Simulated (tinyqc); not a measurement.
Critical points: density of states of one tight-binding band on the square lattice.

E(k) = -2 t (c1 + c2) - 4 t2 c1 c2 with ci = cos(2 pi ki); k in fractions of the reciprocal vectors, mesh k_i = j/N with j = 0 .. N-1. Densities are per cell and per spin, so the band holds one state.

Parameters, chosen for this exercise: t = 0.88 eV (nearest hopping); t2 = 0 eV (second hopping).

The gradient vanishes at these points by symmetry; the signs of the eigenvalues of the second-derivative matrix give the type.

Critical points:
```
point           k   E (eV)  positive  negative     type
Gamma      (0, 0)  -3.5200         2         0  minimum
X        (0.5, 0)   0.0000         1         1   saddle
M      (0.5, 0.5)   3.5200         0         2  maximum
```

What does the comparison show?

Gamma is a minimum at -3.520 eV: g has a step there. X is a saddle at 0.000 eV: g diverges logarithmically there. M is a maximum at 3.520 eV: g has a step there.

Program tinyqc; command `OMP_NUM_THREADS=1 python tinyqc.py 1651786 1651787 out.jsonl`; about 0.08 s on one thread of a shared Intel(R) Xeon(R) Processor @ 2.30GHz.
